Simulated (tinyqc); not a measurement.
Plane-wave Kohn-Sham cycle with exchange-only LDA in a layered model solid, step by step. Computed by tinyqc, a small Python program that keeps every step. Settings: points = 16, plane-wave index or count = 3, electrons = 2, k points = 2, area = 8.0, mixing = 0.3, iteration cap = 56, Pulay depth = 5. Command: `OMP_NUM_THREADS=1 python tinyqc.py 28579 28580 out.jsonl` (the two numbers bound the seeds that draw the settings). One thread of a shared host (Intel(R) Xeon(R) Processor @ 2.60GHz), about 0.02 s of CPU time with the checks. Later iterations appear only in the table of the cycle.

## Iteration 1: potential

A solid whose potential varies along x alone (atomic units):
```
parameter                      value
period a                   15.800000
cross-section of the cell   8.000000
electrons per cell                 2
grid points                       16
plane waves -n..n, n               3
k points                           2
V1 in V1 cos(2 pi x/a)     -0.430000
```

density at the start, on the grid x_j = j a/N (e/bohr^3): [0.0158228, 0.0158228, 0.0158228, 0.0158228, 0.0158228, 0.0158228, 0.0158228, 0.0158228, 0.0158228, 0.0158228, 0.0158228, 0.0158228, 0.0158228, 0.0158228, 0.0158228, 0.0158228]

V_H(G) = 4 pi rho(G)/G^2 for G != 0 (uniform background); v_x = -(3 rho/pi)^(1/3); V = V_ext + V_H + v_x; Fourier components f(G_m) = (1/N) sum_j f(x_j) exp(-i G_m x_j).

Potentials on the grid (hartree):
```
x            V_ext      V_H       v_x         V
0.00000   -0.43000  0.00000  -0.24722  -0.67722
0.98750   -0.39727  0.00000  -0.24722  -0.64449
1.97500   -0.30406  0.00000  -0.24722  -0.55128
2.96250   -0.16455  0.00000  -0.24722  -0.41177
3.95000          0  0.00000  -0.24722  -0.24722
4.93750    0.16455  0.00000  -0.24722  -0.08267
5.92500    0.30406  0.00000  -0.24722   0.05684
6.91250    0.39727  0.00000  -0.24722   0.15005
7.90000    0.43000  0.00000  -0.24722   0.18278
8.88750    0.39727  0.00000  -0.24722   0.15005
9.87500    0.30406  0.00000  -0.24722   0.05684
10.86250   0.16455  0.00000  -0.24722  -0.08267
11.85000         0  0.00000  -0.24722  -0.24722
12.83750  -0.16455  0.00000  -0.24722  -0.41177
13.82500  -0.30406  0.00000  -0.24722  -0.55128
14.81250  -0.39727  0.00000  -0.24722  -0.64449
```

V(G_m), m = 0, 1, 2, ... (hartree): [-0.24722, -0.21500, 0.00000, 0.00000, 0.00000, 0.00000, 0.00000]

## Iteration 1: Hamiltonian at one k

k = 0.25000 2 pi / a

H(m,m') = (k + G_m)^2/2 delta + V(G_m - G_m'), with V(-G) = V(G).

H (hartree), order -3, -2, -1, +0, +1, +2, +3:
```
[[0.35075, -0.21500, 0.00000, 0.00000, 0.00000, 0.00000, 0.00000],
 [-0.21500, -0.00507, -0.21500, 0.00000, 0.00000, 0.00000, 0.00000],
 [0.00000, -0.21500, -0.20274, -0.21500, 0.00000, 0.00000, 0.00000],
 [0.00000, 0.00000, -0.21500, -0.24228, -0.21500, 0.00000, 0.00000],
 [0.00000, 0.00000, 0.00000, -0.21500, -0.12367, -0.21500, 0.00000],
 [0.00000, 0.00000, 0.00000, 0.00000, -0.21500, 0.15307, -0.21500],
 [0.00000, 0.00000, 0.00000, 0.00000, 0.00000, -0.21500, 0.58796]]
```

## Iteration 1: levels at that k

Diagonalise the Hermitian matrix.

eigenvalues (hartree): [-0.55186, -0.31174, -0.09481, 0.09103, 0.23175, 0.46771, 0.68595]

## Iteration 1: new density

Motion across x is left out: the lowest 1 band(s) hold two electrons at each of the k points (j + 1/2)/nk - 1/2. Residual R = rho(out) - rho(in); rho(new) = rho(in) + 0.3 R. rho(out) = 2/(a A nk) sum |psi|^2 with psi = sum c exp(i G x). Harris energy E = band energy - dV sum rho (V_H/2 + v_x) + (3/4) dV sum rho v_x with rho(in), dV = a A/N, band energy = (2/nk) sum of the filled levels.

rho(out) (e/bohr^3): [0.0686904, 0.0546483, 0.0272743, 0.0083913, 0.0016291, 0.0002471, 0.0000424, 0.0000044, 0.0000002, 0.0000044, 0.0000424, 0.0002471, 0.0016291, 0.0083913, 0.0272743, 0.0546483]

density after iteration 1 (e/bohr^3): [0.0316831, 0.0274704, 0.0192582, 0.0135933, 0.0115647, 0.0111501, 0.0110887, 0.0110773, 0.0110760, 0.0110773, 0.0110887, 0.0111501, 0.0115647, 0.0135933, 0.0192582, 0.0274704]

energy per cell = -0.9801066 hartree

## Iteration 2: potential

As before.

Potentials on the grid (hartree):
```
x            V_ext       V_H       v_x         V
0.00000   -0.43000   0.75863  -0.31160   0.01703
0.98750   -0.39727   0.66605  -0.29713  -0.02835
1.97500   -0.30406   0.43492  -0.26395  -0.13309
2.96250   -0.16455   0.15872  -0.23502  -0.24085
3.95000          0  -0.09403  -0.22269  -0.31672
4.93750    0.16455  -0.29617  -0.22000  -0.35162
5.92500    0.30406  -0.44137  -0.21959  -0.35691
6.91250    0.39727  -0.52860  -0.21952  -0.35084
7.90000    0.43000  -0.55768  -0.21951  -0.34719
8.88750    0.39727  -0.52860  -0.21952  -0.35084
9.87500    0.30406  -0.44137  -0.21959  -0.35691
10.86250   0.16455  -0.29617  -0.22000  -0.35162
11.85000         0  -0.09403  -0.22269  -0.31672
12.83750  -0.16455   0.15872  -0.23502  -0.24085
13.82500  -0.30406   0.43492  -0.26395  -0.13309
14.81250  -0.39727   0.66605  -0.29713  -0.02835
```

V(G_m), m = 0, 1, 2, ... (hartree): [-0.24293, 0.08509, 0.03781, 0.00562, 0.00103, 0.00035, 0.00010]

## Iteration 2: Hamiltonian at one k

k = 0.25000 2 pi / a

As before.

H (hartree), order -3, -2, -1, +0, +1, +2, +3:
```
[[0.35504, 0.08509, 0.03781, 0.00562, 0.00103, 0.00035, 0.00010],
 [0.08509, -0.00078, 0.08509, 0.03781, 0.00562, 0.00103, 0.00035],
 [0.03781, 0.08509, -0.19845, 0.08509, 0.03781, 0.00562, 0.00103],
 [0.00562, 0.03781, 0.08509, -0.23799, 0.08509, 0.03781, 0.00562],
 [0.00103, 0.00562, 0.03781, 0.08509, -0.11938, 0.08509, 0.03781],
 [0.00035, 0.00103, 0.00562, 0.03781, 0.08509, 0.15736, 0.08509],
 [0.00010, 0.00035, 0.00103, 0.00562, 0.03781, 0.08509, 0.59225]]
```

## Iteration 2: levels at that k

As before.

eigenvalues (hartree): [-0.31816, -0.22599, -0.09966, 0.02537, 0.17284, 0.38094, 0.61272]

## Iteration 2: new density

B (overlaps of the stored error matrices):
```
[[8.3195028e-03, -6.2735039e-03],
 [-6.2735039e-03, 6.5358691e-03]]
```

Motion across x is left out: the lowest 1 band(s) hold two electrons at each of the k points (j + 1/2)/nk - 1/2. Residual R = rho(out) - rho(in); rho(new) = rho(in) + 0.3 R; Pulay mixing then takes sum c_i of the stored mixed densities, with c from B_ij = sum R_i R_j as in DIIS. rho(out) = 2/(a A nk) sum |psi|^2 with psi = sum c exp(i G x). Harris energy E = band energy - dV sum rho (V_H/2 + v_x) + (3/4) dV sum rho v_x with rho(in), dV = a A/N, band energy = (2/nk) sum of the filled levels.

rho(out) (e/bohr^3): [0.0001198, 0.0002893, 0.0012253, 0.0042959, 0.0110440, 0.0209980, 0.0309793, 0.0377079, 0.0399652, 0.0377079, 0.0309793, 0.0209980, 0.0110440, 0.0042959, 0.0012253, 0.0002893]

DIIS coefficients: [0.46745, 0.53255]

density after iteration 2 (e/bohr^3): [0.0266404, 0.0231279, 0.0163772, 0.0121080, 0.0114815, 0.0127234, 0.0142665, 0.0153319, 0.0156914, 0.0153319, 0.0142665, 0.0127234, 0.0114815, 0.0121080, 0.0163772, 0.0231279]

energy per cell = -0.6866982 hartree

## Convergence

Stop when sqrt(dV sum R^2) is below 1e-8, dV = a A/N.

Course of the cycle:
```
iteration  E (hartree)  norm of the residual
1           -0.9801066              2.56e-01
2           -0.6866982              2.27e-01
3           -0.5623397              1.36e-01
4           -0.4742853              9.58e-02
5           -0.4728202              9.39e-02
6           -0.4789950              1.72e-01
7           -0.4663896              1.68e-01
8           -0.6294680              2.74e-01
9           -0.5028006              1.68e-01
10          -0.4825569              1.31e-01
11          -0.6059715              1.94e-01
...                ...                   ...
35          -0.4376827              9.78e-05
36          -0.4376827              8.08e-05
37          -0.4376827              4.77e-06
38          -0.4376827              1.68e-06
39          -0.4376827              6.01e-07
40          -0.4376827              3.07e-07
41          -0.4376827              2.90e-07
42          -0.4376827              1.63e-07
43          -0.4376827              8.01e-08
44          -0.4376827              1.62e-08
45          -0.4376827              8.96e-09
```

Converged in 45 iterations. Before convergence this energy mixes input and output and is not variational, so it may rise towards its limit.
